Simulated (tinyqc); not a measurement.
Free and nearly free electrons in a metal, step by step. Values are carried at full precision from step to step, so a last printed digit may differ when a step is redone from the rounded ones.

The cubic cell holds 4 atoms: n = 4 z/a^3, kF = (3 pi^2 n)^(1/3), EF = c kF^2/m, vF = 2 c kF/(m hbar), c = hbar^2/2m0; rs = (3/(4 pi n))^(1/3)/a0; D(EF) = 3 n/(2 EF).

Constants: hbar^2/2m0 = 3.80998211 eV angstrom^2; hbar = 6.58211957e-16 eV s; a0 (Bohr radius) = 0.5291772105 angstrom; kB = 8.617333262e-05 eV/K.

Parameters, chosen for this exercise (near those of Al; the results hold for these values, not for the real material): a = 4.01 angstrom (fcc lattice constant); z = 3 (free electrons an atom); m = 1 m0 (mass); rho = 2.71 micro-ohm cm (bulk resistivity); T = 320 K; V = 0.61 eV (|V_G| for G = (111)); x = 0.71 (k along G as a share of |G|/2).

## The Fermi sphere

Evaluate the free-electron quantities.

n = 0.18610 1/angstrom^3
kF = 1.7663 1/angstrom
EF = 11.886 eV
vF = 2.045e+06 m/s
rs = 2.053
D(EF) per atom = 0.3786 1/eV

## Relaxation time and mean free path

Drude: 1/rho = n e^2 tau/(m m0) with e = 1.602176634e-19 C and m0 = 9.1093837e-31 kg; mean free path l = vF tau; rho l = hbar kF/(n e^2) = 12 pi^3 hbar/(e^2 S) with S = 4 pi kF^2 does not depend on tau or m.

Use SI units: n in 1/m^3 (1e30 per 1/angstrom^3), rho in ohm m (1e-8 per micro-ohm cm).

tau = 7.04 fs
l = 14.39 nm
rho l = 3.899 1e-16 ohm m^2

Wires lose conductivity to surfaces and grain boundaries, with an excess that scales as rho l over the width and is of the order of rho itself at a width of l = 14 nm.

## Thermal quantities

gamma = (pi^2/3) kB^2 D(EF) per atom, times 96485.33 x 1e3 for mJ/(mol K^2); mu(T) = EF (1 - (pi kB T/EF)^2/12); Wiedemann-Franz kappa = L0 T/rho with L0 = (pi^2/3) (kB/e)^2, kB/e in V/K.

gamma = 0.892 mJ/(mol K^2)
mu - EF = -0.0526 meV
kappa = 288 W/(m K)

## The sphere against the zone faces

Take G = (hkl) 2 pi/a for (111), (200) and (220), with the number of equivalent faces. The Bragg plane of G lies at |G|/2 with |G| = (2 pi/a) sqrt(h^2 + k^2 + l^2). Where kF exceeds it, the sphere cuts the plane in a circle of radius sqrt(kF^2 - G^2/4).

Distance and circle for each G:
```
G      faces  |G|/2 (1/angstrom)  kF/(|G|/2)  circle radius
(111)      8              1.3570      1.3016         1.1306
(200)      6              1.5669      1.1273         0.8152
(220)     12              2.2159      0.7971              -
```

The sphere crosses the (111) and (200) faces, so electrons spill into higher zones.

## Two plane waves near the face

Two plane waves k and k - G, G = (111) (2 pi/a): H = [[c k^2/m, V], [V, c (k - G)^2/m]] with c = hbar^2/2m0.

Build H for k along G, diagonalise, and give the weight of the first wave in the lower state and its velocity along G relative to a free electron, (w k + (1 - w)(k - G))/k.

H (eV):
```
        1        2
1  3.5365   0.6100
2  0.6100  11.6744
```

levels (eV): 3.4910  11.7199

w = 0.9945
v/v_free = 0.9844

The splitting is 8.229 eV here and 2V = 1.22 eV on the face, where the normal velocity vanishes. There the lower band lies at 6.405 eV and the upper at 7.625 eV, both below the free EF of 11.886 eV: the face centre is filled in both bands and band 2 holds electrons here, while band 1 may keep holes at the zone corners.

## Checks

- Lower level against the closed form of the 2 x 2 problem (eV): both 3.4910.
- The product rho l against hbar kF/(n e^2) (1e-16 ohm m^2): both 3.899.

Program tinyqc; command `OMP_NUM_THREADS=1 python tinyqc.py 1682386 1682387 out.jsonl`; about 0.01 s on one thread of a shared Intel(R) Xeon(R) Processor @ 2.30GHz.
